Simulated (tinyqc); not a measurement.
Screening the field: polar nitride quantum well with polarisation fields.

Envelope functions on cells of 0.25 angstrom over barrier, well, barrier (widths Lb, Lw, Lb), psi = 0 beyond, psi'/m continuous (mean mass between points), c = hbar^2/2m0. With u(z) the integral of e F (F_w in the well, F_b = -F_w Lw/Lb in the barriers, 1 MV/cm = 0.01 V/angstrom), zero at the centre of the well, the electron sees u plus Vc in the barriers and the hole -u plus Vv. The transition is Eg + E_e + E_h; excitons are left out.

Constants: hbar^2/2m0 = 3.80998211 eV angstrom^2; hc = 1239.841984 eV nm.

Parameters, chosen for this exercise (near those of a GaN well in AlN; the results hold for these values, not for the real material): Lw = 43 angstrom (well width); Lb = 85 angstrom (barrier width); Eg = 3.44 eV (gap of the well); Vc = 1.85 eV (conduction offset); Vv = 0.87 eV (valence offset); me = 0.2 m0 (electron, well); meb = 0.32 m0 (electron, barrier); mh = 1.46 m0 (hole, everywhere).

F_w = -7.8098 MV/cm

Carriers or a semipolar orientation reduce the field; here it is simply scaled in well and barrier.

Results:
```
share of the field  F_w (MV/cm)  E (eV)     nm  overlap^2  separation (angstrom)
1.0                      -7.810  1.3596  911.9    1.2e-06                   34.3
0.8                      -6.248  1.8819  658.8    1.1e-05                   33.1
0.6                      -4.686  2.3835  520.2    0.00011                   31.5
0.4                      -3.124  2.8541  434.4     0.0017                   28.9
0.2                      -1.562  3.2693  379.2      0.037                   23.7
0.0                       0.000  3.5239  351.8       0.99                    0.0
```

What can be read from this table?

Full screening shifts the line by -560.1 nm (+2164 meV). The first fifth of the screening gives 522 meV and the last fifth 255 meV; a purely quadratic shift would give a ratio of 9, a linear one 1, and here it is 2.1.

Computed by tinyqc, a small Python program: `OMP_NUM_THREADS=1 python tinyqc.py 1280726 1280727 out.jsonl` (the numbers bound the seed that draws the inputs); one thread of a shared host (Intel(R) Xeon(R) Processor @ 2.30GHz), about 0.08 s for the whole set of steps.
